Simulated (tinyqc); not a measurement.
On-chip interconnect, size-dependent resistivity and RC delay: course in time.

A rectangular line between two neighbours and two ground planes. Surface and grain-boundary scattering are added to the bulk resistivity as corrections; capacitances are parallel-plate values without fringing; inductance is ignored.

7 equal pi sections: series Rs = r Lw/7; node capacitances c Lw/7, halved at nodes 0 and 7, with Cl added to node 7; Rd feeds node 0. Elmore delay of node k: the sum, over the resistors on the path to k, of resistance times all capacitance downstream of it.

A 1 V step is applied behind Rd at t = 0. C dv/dt = -G v + b, with G the conductance matrix of the ladder (1/Rs between neighbours, 1/Rd added at node 0) and b = (1 V/Rd, 0, ...). Trapezoidal step: (C/dt + G/2) v(new) = (C/dt - G/2) v + b. The last column solves the same ladder exactly by its modes.

Values chosen for this exercise: driver resistance Rd = 370 ohm; time step dt = 2.9 ps.

Rs = 1070.61 ohm

| node | C (fF) |
|---|---|
| 0 | 0.150569 |
| 1 | 0.301139 |
| 2 | 0.301139 |
| 3 | 0.301139 |
| 4 | 0.301139 |
| 5 | 0.301139 |
| 6 | 0.301139 |
| 7 | 1.75057 |

Voltages (V):

| t (ps) | node 0 | node 3 | node 7 | node 7, exact |
|---|---|---|---|---|
| 2.9000 | 1.7129 | 0.41768 | 0.03785 | 0.04434 |
| 5.8000 | 0.2572 | 0.62769 | 0.15285 | 0.16352 |
| 8.7000 | 1.6013 | 0.58211 | 0.28406 | 0.28071 |
| 11.600 | 0.3720 | 0.71453 | 0.38299 | 0.38315 |
| 14.500 | 1.5247 | 0.70408 | 0.47195 | 0.47122 |
| 17.400 | 0.4572 | 0.78112 | 0.54797 | 0.54675 |
| 20.300 | 1.4643 | 0.79032 | 0.61189 | 0.61149 |
| 23.200 | 0.5256 | 0.83317 | 0.66817 | 0.66699 |
| 26.100 | 1.4135 | 0.85091 | 0.71507 | 0.71456 |
| 29.000 | 0.5825 | 0.87365 | 0.75626 | 0.75533 |
| 31.900 | 1.3694 | 0.89356 | 0.79087 | 0.79028 |
| 34.800 | 0.6310 | 0.90484 | 0.82096 | 0.82024 |

The far end of the ladder reaches 0.5 V at 15.55 ps, 0.732 of its Elmore delay (ln 2 = 0.693 for a single pole); the slowest mode has a time constant of 18.81 ps. The largest error of the trapezoidal steps at that node is 11 mV. Node 0 swings up and down from step to step: the trapezoidal rule does not damp modes much faster than dt, so these swings are numerical.

tinyqc, about 0.01 s, one thread, Intel Xeon 2.30GHz (shared host): `OMP_NUM_THREADS=1 python tinyqc.py 2100172 2100173 out.jsonl`
